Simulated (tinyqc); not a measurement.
Single-photon avalanche diode, trigger probability and counting: two steps of the calculation.

A multiplication layer of width W with the uniform field V/W; alpha = an exp(-bn/E) for electrons, beta = ap exp(-bp/E) for holes (local model, no dead space). a = alpha W, b = beta W. Electrons enter at x = 0, holes at x = W. P0 is the probability that an electron entering at 0 starts a lasting avalanche, PW the same for a hole entering at W.

Inputs (values chosen for the exercise); ionisation coefficients close to those of indium phosphide:
```
symbol,value,unit,meaning
an,1.11e7,1/cm,electron prefactor
bn,3.15,MV/cm,electron field
ap,4.87e6,1/cm,hole prefactor
bp,2.56,MV/cm,hole field
W,0.8,um,width of the multiplication layer
Vx,5,V,excess bias
```

Question 1. Ionisation integrals at and above breakdown. Breakdown: ln(a/b) = a - b with a not equal to b. VB is given; V = VB + Vx.

breakdown voltage VB = 35.758567 V

Give: E at VB; a at VB; b at VB; E at V; a; b.

Answer 1.

E at VB = 0.44698 MV/cm
a at VB = 0.77237
b at VB = 1.2685
E at V = 0.50948 MV/cm
a = 1.8335
b = 2.5610

At VB, ln(a/b) = -0.4961 equals a - b.

Question 2. Trigger probability by substitution. PW = P0 exp(b - a)/(1 - P0 + P0 exp(b - a)); P0(new) = 1 - (1 - PW)^(a/b).

P0 after iteration 1 = 0.55202876
a = 1.8334923
b = 2.5610315

Give: PW; P0 after iteration 2.

Answer 2.

PW = 0.71837
P0 after iteration 2 = 0.59635

Numbers from tinyqc (`OMP_NUM_THREADS=1 python tinyqc.py 2630044 2630045 out.jsonl`; about 0.01 s on one thread of a shared Intel Xeon 2.30GHz).
